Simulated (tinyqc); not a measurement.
Delay unit and parasitic delay from two ring oscillators.

Question. A ring of 11 inverters oscillates at 1/(2 x 11 d), with stage delay d = tau (h + p) for fan-out h. Find tau, p and the delay at fan-out 4.

frequencies of 11-stage ring oscillators with fan-out 2 and 4 (GHz): [2.2774644, 1.3609797]

Solution. d is a straight line in h with slope tau and intercept tau p.

tau = 6.72 ps
p = 0.970
delay at fan-out 4 = 33.4 ps

Program tinyqc, `OMP_NUM_THREADS=1 python tinyqc.py 2082046 2082047 out.jsonl`; Intel Xeon 2.30GHz, shared host, one thread, about 0.01 s.
